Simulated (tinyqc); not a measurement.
# Bulk transistor, scale length and short-channel effects: effects of single changes

A gate, an insulator of thickness ti and a depleted layer of depth ts on a conducting body. Below threshold the potential that source and drain add obeys Laplace's equation and vanishes on the gate and at the bottom of the depleted layer. Its lowest mode decays along the channel as exp(-k y); k is the smallest positive root of the matching condition at the interface, and the scale length is Lambda = pi/k.

Parameters, values chosen for the exercise; permittivities: semiconductor close to that of gallium nitride, insulator close to that of zirconium oxide: temperature T = 273 K; relative permittivity of the semiconductor eps_r = 9.58; relative permittivity of the insulator ei = 25.2; insulator thickness ti = 5.4 nm; depletion depth ts = 21 nm; channel length L = 69 nm; potential of the source Vbi = 0.85 V; potential of the barrier top at threshold sT = 0.56 V; drain voltage Vds = 0.7 V.

Constants: q = 1.602176634e-19 C, kB = 1.380649e-23 J/K, Vt = kB T/q. Results are converted to the units shown.

Each table varies one quantity; the others keep the values above.

## Effect of the channel length

k is the smallest positive root of f(k) = eps_r sin(k ti) cos(k ts) + ei cos(k ti) sin(k ts). Along the channel psi(y) = s + a exp(y/l) + b exp(-y/l) with psi(0) = Vbi, psi(L) = Vbi + Vds and l = 1/k = Lambda/pi; with A = Vbi - s, B = A + Vds, x = exp(-L/l): a = (B - A x) x/(1 - x^2), b = (A - B x)/(1 - x^2). The minimum is s + 2 sqrt(a b), at y = (l/2) ln(b/a). The long-channel potential follows the gate as s = sT + (Vg - VTL)/m, and the threshold VT is the gate voltage at which the minimum equals sT. Swing = m Vt ln 10/g at threshold, g = d(minimum)/ds = 1 - (b x + a)/((1 + x) sqrt(a b)). DIBL = [VT(0.05 V) - VT(Vds)]/(Vds - 0.05 V). sT and Vbi are held fixed; m = 1 + eps_r ti/(ei ts) in each row.

The same in every row: Lambda (nm) = 23.419.

Effect of the channel length:
```
L (nm)  L/Lambda  VT - VTL at Vds = 0.05 V (mV)  VT - VTL at Vds (mV)  DIBL (mV/V)  swing (mV/decade)
26        1.1102                        -177.16               -316.94       215.05             94.435
31        1.3237                        -112.65               -199.48       133.59             81.915
37        1.5799                        -68.659               -120.35       79.523             73.278
44        1.8788                        -40.136               -69.724       45.520             67.605
52        2.2204                        -22.427               -38.691       25.021             64.041
62        2.6474                        -11.121               -19.087       12.255             61.744
74        3.1598                        -4.8864               -8.3600       5.3441             60.469
88        3.7576                        -1.8943               -3.2357       2.0638             59.854
110       4.6970                       -0.43127              -0.73609      0.46896             59.553
```

What does the table show?

From L = 26 to 110 nm, DIBL falls from 215 to 0.469 mV/V and the swing falls from 94.4 to 59.6 mV a decade (long-channel value 59.5). Between the last two rows the threshold shift at Vds decays with a length of 14.9 nm, against 2 Lambda/pi = 14.9 nm for a shift that goes as exp(-pi L/(2 Lambda)). DIBL first drops below 100 mV/V at L = 37 nm among the rows, L/Lambda = 1.6. For L = 26 to 31 nm L is under 1.5 Lambda, where higher modes, left out of the one-mode potential, count.

## Effect of the insulator thickness

Same model as above.

Result of one run:
```
ti (nm)  Lambda (nm)  L/Lambda  VT - VTL at Vds (mV)  DIBL (mV/V)  swing (mV/decade)
5.1           23.246    2.9682               -11.307       7.2368             60.526
```

What becomes of these results when the insulator thickness ti is changed from 5.1 to 8.6 nm, all else the same?

Result of the changed run:
```
ti (nm)  Lambda (nm)  L/Lambda  VT - VTL at Vds (mV)  DIBL (mV/V)  swing (mV/decade)
8.6           25.785    2.6760               -19.181       12.311             64.895
```

The whole series:
```
ti (nm)  Lambda (nm)  L/Lambda  VT - VTL at Vds (mV)  DIBL (mV/V)  swing (mV/decade)
1.8           21.698    3.1800               -7.6140       4.8666             56.849
2.3           21.902    3.1503               -8.0539       5.1487             57.392
3             22.203    3.1077               -8.7260       5.5798             58.159
3.9           22.619    3.0505               -9.7109       6.2118             59.159
5.1           23.246    2.9682               -11.307       7.2368             60.526
6.7           24.256    2.8447               -14.160       9.0724             62.435
8.6           25.785    2.6760               -19.181       12.311             64.895
```

As ti goes from 1.8 to 8.6 nm, Lambda rises from 21.7 to 25.8 nm, DIBL rises from 4.87 to 12.3 mV/V and the swing rises from 56.8 to 64.9 mV a decade. On average Lambda goes as ti^(0.11).

## Effect of the relative permittivity of the insulator

Same model as above.

Results:
```
ei   Lambda (nm)  L/Lambda  VT - VTL at Vds (mV)  DIBL (mV/V)  swing (mV/decade)
3.9        30.64     2.252                -54.54        35.24              94.84
5.7        28.73     2.402                -37.26        24.01              82.01
8.5        26.90     2.565                -25.64        16.48              72.93
12         25.54     2.702                -19.19        12.31              67.58
27         23.27     2.965                -11.36        7.270              60.47
40         22.58     3.056                -9.552        6.110              58.65
```

Estimate the missing row, ei = 18.

Computed row:
```
ei  Lambda (nm)  L/Lambda  VT - VTL at Vds (mV)  DIBL (mV/V)  swing (mV/decade)
18        24.25     2.845                -14.34        9.189              63.30
```

With this row back in the table: As ei goes from 3.9 to 40, Lambda falls from 30.6 to 22.6 nm, DIBL falls from 35.2 to 6.11 mV/V and the swing falls from 94.8 to 58.7 mV a decade. On average Lambda goes as ei^(-0.13).

tinyqc, about 0.01 s, one thread, Intel Xeon 2.30GHz (shared host): `OMP_NUM_THREADS=1 python tinyqc.py 2420098 2420099 out.jsonl`
